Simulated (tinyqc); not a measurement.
Internal photoemission over an interface barrier: one step of the calculation.

Electrons are excited from the valence band of a semiconductor over the barrier Phi(F) = P0 - sqrt(q F/(4 pi eps0 ei)), whose top lies at xm = sqrt(q/(16 pi eps0 ei F)). The yield is Y = A (hv - Phi)^p exp(-xm/l), with A = 1 here.

Question. Threshold from a spectrum. The yields were made at this field. Fit Y^(1/n) on hv by least squares for n = 2 and n = 3; the zero of the line is the threshold.

```
point,hv (eV),Y
0,2.97,0.002676
1,3.1,0.01677
2,3.23,0.05195
3,3.36,0.1179
4,3.49,0.2242
5,3.62,0.3805
```

Wanted: Y^(1/2); Y^(1/3); threshold for n = 2; threshold for n = 3.

Answer.

```
point,Y^(1/2),Y^(1/3)
0,0.051730,0.13883
1,0.12950,0.25596
2,0.22793,0.37313
3,0.34337,0.49035
4,0.47350,0.60750
5,0.61685,0.72463
```

threshold for n = 2 = 2.9433 eV
threshold for n = 3 = 2.8160 eV

tinyqc, about 0.01 s, one thread, Intel Xeon 2.30GHz (shared host): `OMP_NUM_THREADS=1 python tinyqc.py 2410049 2410050 out.jsonl`
